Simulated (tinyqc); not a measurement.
Vacuum evaporation: vapour pressure, source flux, thickness distribution, purity and step coverage: one step, computed by the program tinyqc.

Molecular flow, unit sticking of the metal, no re-evaporation. The background gas is taken as water vapour (18.015 g/mol, collision diameter 0.37 nm) at 300 K.

Problem. Offset source and rotation. Rotating wafer, source offset by s and facing upwards: thickness at radius r is the mean over the angle a of (1 + (r^2 + s^2 - 2 r s cos a)/h^2)^(-(n + 3)/2), by 360 equal steps; non-uniformity (max - min)/(max + min) over 21 radii from 0 to R.

Inputs (values chosen for the exercise, modelled on gallium, with constants for the liquid): directionality n = 2; source-to-wafer distance h = 27 cm; wafer radius R = 5 cm; source offset from the axis s/h = 0.22.

Give: centre thickness relative to an axial source; edge over centre, rotating; non-uniformity, rotating.

Solution.

centre thickness relative to an axial source = 0.88855

edge over centre, rotating = 0.93422

non-uniformity, rotating = 3.4010 %
